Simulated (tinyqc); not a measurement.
A transmission-line measurement read back: specific resistance of a metal-semiconductor contact and its transmission-line measurement. Computed by tinyqc, a small Python program. Command: `OMP_NUM_THREADS=1 python tinyqc.py 3015770 3015771 out.jsonl contact walk`. One thread of a shared host (Intel(R) Xeon(R) Processor @ 2.30GHz), about 0.01 s of CPU time with the checks.

The barrier is parabolic (depletion approximation), energies E are normal energies counted from the band edge in the neutral semiconductor (downwards for holes), and the bias is zero. xi is an input, held fixed when other inputs move.

Inputs (values chosen for the exercise, modelled on p-type SiGe):

| quantity | value | unit |
|---|---|---|
| tunnelling mass m | 0.29 | m_0 |
| permittivity eps | 13 | - |
| Richardson constant A* | 29.6 | A/(cm^2 K^2) |
| barrier height phi_B | 0.29 | eV |
| doping N | 8.1e+18 | 1/cm^3 |
| Fermi level above the band edge in the bulk, xi | -0.039 | eV |
| temperature T | 400 | K |
| sheet resistance R_sh | 1400 | ohm |
| contact length d | 1.3 | micrometre |
| contact width W | 7.8 | micrometre |

Image-force lowering: left out.

Constants: hbar = 1.054571817e-34 J s; eps_0 = 8.8541878128e-12 F/m; m_0 = 9.1093837015e-31 kg; k_B = 8.617333262e-05 eV/K; e = 1.602176634e-19 C.

Method:
- E_00 = (e hbar/2) sqrt(N/(eps eps_0 m)); band bending E_b = phi_B + xi; depletion width w = sqrt(2 eps eps_0 E_b/(e^2 N)).
- WKB transmission for E < E_b, with a = E/E_b: D = exp{-(E_b/E_00) [sqrt(1 - a) - a ln((1 + sqrt(1 - a))/sqrt(a))]}; D = 1 above.
- At zero bias 1/rho_c = (e A*/k_B^2) int D(E) f(E) dE, f = 1/(1 + exp((E - xi)/k_B T)); 200 Gauss-Legendre points from 0 to E_b, and k_B T ln(1 + exp((xi - E_b)/k_B T)) for the part above the barrier; the share of tunnelling is the part below.
- Transmission-line model: transfer length L_T = sqrt(rho_c/R_sh); R_c = (R_sh L_T/W) coth(d/L_T). Limits: rho_c/(W d) for d << L_T, sqrt(rho_c R_sh)/W for d >> L_T.
- Transmission-line model: transfer length L_T = sqrt(rho_c/R_sh); R_c = (R_sh L_T/W) coth(d/L_T). Two contacts a gap s apart give R = 2 R_c + R_sh s/W. A straight-line fit gives R_sh from the slope and R_c from the intercept; the simple reading takes L_x = R_c W/R_sh as the transfer length and rho_c = R_sh L_x^2.

R_c W = 534.782 ohm micrometre

contact resistance R_c = 68.5619 ohm

specific contact resistance rho_c = 2.03391e-06 ohm cm^2

Resistances:

| gap s (micrometre) | R (ohm) |
|---|---|
| 0.38 | 205.3 |
| 0.76 | 273.5 |
| 1.50 | 406.4 |
| 3.10 | 693.5 |
| 6.10 | 1232.0 |

L_x = 0.38199 micrometre

rho_c by the simple reading = 2.0428e-06 ohm cm^2

simple reading over true value = 1.0044

The simple reading is right, since coth(d/L_T) is 1 for so long a contact.
